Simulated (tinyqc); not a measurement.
Leakage through a gate insulator: direct, Fowler-Nordheim, trap-assisted and Poole-Frenkel currents: one step, computed by the program tinyqc. Command: `OMP_NUM_THREADS=1 python tinyqc.py 3018086 3018087 out.jsonl oxideleak walk`. One thread of a shared host (Intel(R) Xeon(R) Processor @ 2.30GHz), about 0.01 s of CPU time with the checks.

Electrons enter from the cathode Fermi level at x = 0; the conduction band of the insulator lies phi_b - e F x above it, F = V/t. WKB exponents use a parabolic band with mass m.

Question. Poole-Frenkel bound. Poole-Frenkel emission over the lowered barrier of a charged trap: lowering sqrt(e F/(pi eps_opt eps_0)); J_PF = e N_t^(2/3) nu_0 exp(-(phi_t - lowering)/k_B T), one sheet of traps emitting with supply unlimited (an upper bound).

Inputs (values chosen for the exercise, with an insulator like SiO2):
```
quantity,value,unit
thickness t,2.2,nm
optical constant eps_opt,2.18,-
voltage across the insulator V,1.4,V
trap depth phi_t,2.5,eV
trap density N_t,1.9e+17,cm^-3
attempt rate nu_0,5e+12,1/s
temperature T,450,K
```

Constants: e = 1.602176634e-19 C; eps_0 = 8.8541878128e-12 F/m; k_B = 8.617333262e-05 eV/K.

Give: barrier lowering; Poole-Frenkel bound J_PF.

Answer.

barrier lowering = 1.297 eV

Poole-Frenkel bound J_PF = 8.834e-09 A/cm^2

Caution: the film is too thin for the Poole-Frenkel picture (the lowering is a large part of the whole drop, or the traps are further apart than the film is thick), so J_PF is only nominal.
